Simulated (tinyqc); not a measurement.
# Two-valley model of the transferred-electron effect, step by step

A worked calculation. Computed by tinyqc, a small Python program that keeps every step. Command: `OMP_NUM_THREADS=1 python tinyqc.py 3016480 3016481 out.jsonl gunn walk`. One thread of a shared host (Intel(R) Xeon(R) Processor @ 2.30GHz), about 0.01 s of CPU time with the checks. Intermediate numbers are printed to about 7 digits and carried at full precision; extremes and crossings named in words are read from the listed rows.

Both kinds of valley share one electron temperature T_e, and each has a constant mobility.

Inputs (values chosen for the exercise, modelled on CdTe):
```
quantity,value,unit
central-valley mass m1,0.096,m_0
satellite-valley mass m2,0.31,m_0
satellite valleys Z,4,-
valley separation dE,0.49,eV
central-valley mobility mu1,1100,cm^2/(V s)
satellite-valley mobility mu2,89,cm^2/(V s)
energy relaxation time tau_E,0.75,ps
lattice temperature T,200,K
electric field F,8.2,kV/cm
iteration cap,600,-
doping n,1.5e+15,1/cm^3
device length L,5,micrometre
permittivity eps,10.2,-
```

Solver: bisection.

Constants: k_B = 8.617333262e-05 eV/K; eps_0 = 8.8541878128e-12 F/m; e = 1.602176634e-19 C.

## Equilibrium

Density-of-states ratio R = Z (m2/m1)^(3/2); n2/n1 = R exp(-dE/(k_B T_e)); mean mobility mu = (mu1 + mu2 n2/n1)/(1 + n2/n1); energy balance e mu F^2 = (3/2) k_B (T_e - T)/tau_E; v = mu F.

R = 23.21110

n2/n1 without field = 1.042892e-11

low-field mobility = 1100 cm^2/(V s)

dE is 28.4 k_B T, so the satellites are empty without field.

## Electron temperature

Bisection on h(T_e) = T_out(T_e) - T_e between T and T_out(T), with T_out = T + (2/3) e mu(T_e) F^2 tau_E/k_B; stop when the bracket is below 1e-6 K.

Course of the iteration:
```
iteration,T_e (K),mu (cm^2/(V s)),bracket (K)
1,414.5791,1099.974,2.145791e+02
2,521.8687,1099.565,1.072896e+02
3,575.5135,1098.801,5.364479e+01
4,602.3359,1098.139,2.682239e+01
5,615.7471,1097.715,1.341120e+01
6,622.4527,1097.476,6.705598e+00
7,625.8055,1097.350,3.352799e+00
...,...,...,...
23,628.0898,1097.261,5.115965e-05
24,628.0898,1097.261,2.557983e-05
25,628.0899,1097.261,1.278991e-05
26,628.0899,1097.261,6.394957e-06
27,628.0899,1097.261,3.197478e-06
28,628.0899,1097.261,1.598739e-06
29,628.0899,1097.261,7.993697e-07
```

electron temperature T_e = 628.0899 K

Converged in 29 iterations.

## Velocity

The formulas are those given above.

share in the satellites = 0.2708752 %

mean mobility = 1097.261 cm^2/(V s)

drift velocity = 0.8997544 1e7 cm/s

## Peak, valley and negative differential mobility

Using T_e as the parameter, F(T_e) = sqrt(3 k_B (T_e - T)/(2 e mu tau_E)) and v = mu F; find the first maximum and the next minimum of v, and the most negative dv/dF between them.

threshold field = 17.31012 kV/cm

peak velocity = 1.298342 1e7 cm/s

T_e at the threshold = 1504.027 K

field of the velocity minimum = 38.52115 kV/cm

valley velocity = 1.231447 1e7 cm/s

peak-to-valley ratio = 1.054323

most negative differential mobility = -52.82600 cm^2/(V s)

At the threshold k_B T_e is dE/3.8. The field of this run lies below the threshold.

## Does a domain form?

Space charge grows at the rate n e |mu_d|/(eps eps_0) during the transit time L/v, with v the valley velocity; Kroemer's criterion asks n L > eps eps_0 v/(e |mu_d|). Transit frequency v/L.

critical n L = 1.314033e+12 1/cm^2

n L of the device = 7.50e+11 1/cm^2

transit frequency = 24.62893 GHz

n L is 0.571 times the critical product: the field profile stays stable.

## Velocity against field

The formulas are those given above.

The curve:
```
F (kV/cm),T_e (K),share in the satellites (%),v (1e7 cm/s),low-field line (1e7 cm/s)
0.82,204.292,1.895064e-09,0.090200,0.0902
2.00,225.530,2.605965e-08,0.220000,0.2200
4.10,307.290,2.134664e-05,0.451000,0.4510
5.70,407.363,2.011634e-03,0.626988,0.6270
8.20,628.090,2.708752e-01,0.899754,0.9020
11.00,936.257,5.075212e+00,1.153559,1.2100
16.00,1402.677,2.871638e+01,1.295484,1.7600
25.00,2036.334,5.871636e+01,1.265944,2.7500
41.00,3132.011,7.906942e+01,1.232493,4.5100
82.00,7119.268,9.126096e+01,1.454284,9.0200
```

v falls between 16 and 41 kV/cm, while the share in the slow valleys goes from 29 to 79 %: transfer outruns the rise of the field. With constant mobilities n2/n1 tends to R and v ends on the line (mu1 + R mu2) F/(1 + R), a mobility of 131; real satellites saturate instead. Rows with T_e above 3000 K lie outside the range of a Maxwellian in parabolic valleys.

Checks made by the program: field recovered from T_e by the energy balance (relative difference 7e-10).
